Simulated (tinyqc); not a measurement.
Effective-mass impurity with a central-cell term, in a basis of Slater functions: one step, computed by the program tinyqc. Command: `OMP_NUM_THREADS=1 python tinyqc.py 3030145 3030146 out.jsonl centralcell walk`. One thread of a shared host (Intel(R) Xeon(R) Processor @ 2.30GHz), about 0.01 s of CPU time with the checks.

The envelope obeys H = -nabla^2 - (2/r) [Z + A exp(-kappa r)] in effective units, with kappa = a*/lambda; positive A deepens the well near the core.

Question. Matrices over the s basis. zeta_i = zeta_1 beta^(i-1), i = 1..n. For s functions exp(-zeta r), with s = zeta_i + zeta_j: S = 2/s^3, T = zeta_i zeta_j S, V = -2 Z/s^2, W = -2 A/(s + kappa)^2; each function is normalised by dividing by sqrt(S_ii S_jj).

Inputs (values chosen for the exercise, for a model semiconductor): charge Z of the core = 2; central-cell strength A = 1.7; basis size n = 2; smallest exponent zeta_1 = 0.32 1/a*; ratio beta of exponents = 2.2.

Impurity: donor, one isotropic band.

kappa = 11.04335 1/a*

Give: exponents; overlap S; kinetic T; Coulomb V; central cell W.

Answer.

exponents (1/a*): [0.32, 0.704]

overlap S:
$$\begin{pmatrix}
1.0000 & 0.7967 \\
0.7967 & 1.0000
\end{pmatrix}$$

kinetic T (Ry*):
$$\begin{pmatrix}
0.1024 & 0.17947 \\
0.17947 & 0.495616
\end{pmatrix}$$

Coulomb V (Ry*):
$$\begin{pmatrix}
-1.28 & -1.6316 \\
-1.6316 & -2.816
\end{pmatrix}$$

central cell W (Ry*):
$$\begin{pmatrix}
-0.0032648 & -0.0099862 \\
-0.0099862 & -0.030607
\end{pmatrix}$$
